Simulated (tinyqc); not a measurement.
On-chip interconnect, size-dependent resistivity and RC delay: two steps of the calculation.

A rectangular line between two neighbours and two ground planes. Surface and grain-boundary scattering are added to the bulk resistivity as corrections; capacitances are parallel-plate values without fringing; inductance is ignored.

Parameters, values chosen for the exercise; metal values close to those of copper:
```
symbol,value,unit,meaning
Lw,21,um,line length
Rd,1200,ohm,driver resistance
Cl,0.11,fF,load capacitance
dt,0.25,ps,time step
```

Task 1. Ladder and Elmore delays. 4 equal pi sections: series Rs = r Lw/4; node capacitances c Lw/4, halved at nodes 0 and 4, with Cl added to node 4; Rd feeds node 0. Elmore delay of node k: the sum, over the resistors on the path to k, of resistance times all capacitance downstream of it.

r = 6.5422550 ohm/um
c = 0.037187589 fF/um

Wanted: Rs; C; Elmore delay.

Result 1.

Rs = 34.347 ohm

| node | C (fF) | Elmore delay (ps) |
|---|---|---|
| 0 | 0.097617 | 1.0691 |
| 1 | 0.19523 | 1.0964 |
| 2 | 0.19523 | 1.1169 |
| 3 | 0.19523 | 1.1308 |
| 4 | 0.20762 | 1.1379 |

The far-end value equals Rd (c Lw + Cl) + r Lw (c Lw/2 + Cl) for any number of pi sections; the line resistance contributes 6.04 % of it.

Task 2. Node voltages after a time step. A 1 V step is applied behind Rd at t = 0. C dv/dt = -G v + b, with G the conductance matrix of the ladder (1/Rs between neighbours, 1/Rd added at node 0) and b = (1 V/Rd, 0, ...). Trapezoidal step: (C/dt + G/2) v(new) = (C/dt - G/2) v + b.

Rs = 34.346839 ohm

| node | C (fF) | v at t = 0 (V) |
|---|---|---|
| 0 | 0.097617421 | 0 |
| 1 | 0.19523484 | 0 |
| 2 | 0.19523484 | 0 |
| 3 | 0.19523484 | 0 |
| 4 | 0.20761742 | 0 |

Wanted: v at t = 1 dt.

Result 2.

v at t = 1 dt, node 0 to 4 (V): [0.2709, 0.2286, 0.1987, 0.1794, 0.1697]

Numbers from tinyqc (`OMP_NUM_THREADS=1 python tinyqc.py 2100136 2100137 out.jsonl`; about 0.01 s on one thread of a shared Intel Xeon 2.30GHz).
